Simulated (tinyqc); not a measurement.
# Undoped symmetric double-gate MOSFET, analytic potential model: effects of single changes

An undoped body of thickness ts between two equal insulators and tied gates; long channel, electrons only, n = ni exp((psi - V)/Vt) with V the quasi-Fermi potential (0 at the source, Vd at the drain), constant mobility, no quantisation. Across the body psi(x) = V - 2 Vt ln[(ts/(2 beta)) sqrt(q ni/(2 eps0 eps_r Vt)) cos(2 beta x/ts)], x from the centre. Q is the electron charge per area of the whole body.

Values chosen for this exercise; material values close to those of gallium arsenide:
- T = 273 K (temperature)
- Eg = 1.4 eV (band gap)
- eps_r = 12.8 (relative permittivity of the semiconductor)
- Nc = 3.75e17 cm^-3 (conduction-band density of states at T)
- Nv = 7.7e18 cm^-3 (valence-band density of states at T)
- eox = 22.6 (relative permittivity of the gate insulator)
- tox = 13 nm (insulator thickness)
- ts = 10 nm (body thickness)
- dphi = -0.16 V (gate work function less that of the intrinsic body)
- mu = 220 cm^2/(V s) (channel mobility)
- L = 1 um (gate length)
- Vd = 1 V (drain voltage)

Constants: q = 1.602176634e-19 C, kB = 1.380649e-23 J/K, Vt = kB T/q, eps0 = 8.8541878128e-14 F/cm where lengths are in cm. Results are converted to the units shown.

Each table varies one quantity; the others keep the values above.

## Output curve

ni = sqrt(Nc Nv) exp(-Eg/(2 Vt)), Eg in volts; r = eps_r tox/(eox ts); V0 = dphi + 2 Vt ln[(2/ts) sqrt(2 eps0 eps_r Vt/(q ni))]. beta (between 0 and pi/2) solves (Vg - V0 - V)/(2 Vt) = ln(beta) - ln(cos beta) + 2 r beta tan(beta). Q = 8 eps0 eps_r Vt beta tan(beta)/ts; I = mu (1/L)(4 eps0 eps_r/ts)(2 Vt)^2 [g(beta_s) - g(beta_d)] per width, g = beta tan(beta) - beta^2/2 + r beta^2 tan^2(beta), with beta_s at V = 0 and beta_d at V = Vd.

In this table Vg = 0.83 V.

Output curve:
```
Vd (V),Qd (nC/cm^2),Qd/Qs,I (uA/um)
0.06,570.7,0.7877,8.542
0.11,447.2,0.6173,14.14
0.16,329.6,0.4550,18.40
0.21,220.4,0.3042,21.42
0.27,107.1,0.1479,23.55
0.32,39.28,0.05422,24.33
0.37,7.940,0.01096,24.55
0.42,1.065,0.001470,24.59
0.47,0.1291,1.783e-4,24.60
```

The current rises from 8.54 to 24.6 uA/um, while the charge at the drain end falls from 0.79 to 1.8e-4 of that at the source. The current first comes within 1 % of its last value at Vd = 0.37 V among the rows. Over the last rows Qd falls by a factor of e for each Vt of drain voltage: the drain end is in weak inversion. In every row the surface density at the source passes 0.3 Nc, where Boltzmann statistics fail.

## Effect of the body thickness

Q = 8 eps0 eps_r Vt beta tan(beta)/ts; I = mu (1/L)(4 eps0 eps_r/ts)(2 Vt)^2 [g(beta_s) - g(beta_d)] per width, g = beta tan(beta) - beta^2/2 + r beta^2 tan^2(beta), with beta_s at V = 0 and beta_d at V = Vd.  I(low) is taken at Vg = 0.28 V, Qs and I(high) at Vg = 1.03 V.

Effect of the body thickness:
```
ts (nm),V0 (V),I(low) (nA/um),Qs(high) (nC/cm^2),I(high) (uA/um)
3.3,0.5864,0.007373,1251,65.03
4.7,0.5698,0.01050,1257,66.28
6.5,0.5545,0.01452,1261,67.23
9.1,0.5387,0.02033,1264,68.04
13,0.5219,0.02904,1266,68.72
18,0.5066,0.04021,1267,69.19
25,0.4911,0.05585,1267,69.55
```

As ts goes from 3.3 to 25 nm, I(low) rises from 0.00737 to 0.0559 nA/um and I(high) rises from 65.0 to 69.6 uA/um. On average I(low) goes as ts^(1.00) and I(high) goes as ts^(0.03). Below threshold the charge is proportional to the cross-section of the body; above it the insulator sets the charge. In every row the surface density at the source at the higher gate voltage passes 0.3 Nc, where Boltzmann statistics fail. For ts = 3.3 to 6.5 nm the body is thin enough for quantum confinement, left out here, to raise the threshold.

## Effect of the gate work function less that of the intrinsic body

Same model as above.

Results:
```
dphi (V),V0 (V),I(low) (nA/um),Qs(high) (nC/cm^2),I(high) (uA/um)
-0.31,0.3843,12.86,1686,116.9
-0.21,0.4843,0.1871,1404,82.91
-0.16,0.5343,0.02234,1265,68.24
-0.11,0.5843,0.002667,1127,55.09
-0.06,0.6343,3.185e-4,990.4,43.44
-0.01,0.6843,3.802e-5,856.2,33.29
```

Estimate the missing row, dphi = -0.26 V.

Computed row:
```
dphi (V),V0 (V),I(low) (nA/um),Qs(high) (nC/cm^2),I(high) (uA/um)
-0.26,0.4343,1.564,1545,99.13
```

With this row back in the table: As dphi goes from -0.31 to -0.01 V, I(low) falls from 12.9 to 3.80e-5 nA/um and I(high) falls from 117 to 33.3 uA/um. V0 rises from 0.384 to 0.684 V. In every row the surface density at the source at the higher gate voltage passes 0.3 Nc, where Boltzmann statistics fail.

tinyqc, about 0.01 s, one thread, Intel Xeon 2.30GHz (shared host): `OMP_NUM_THREADS=1 python tinyqc.py 2440021 2440022 out.jsonl`
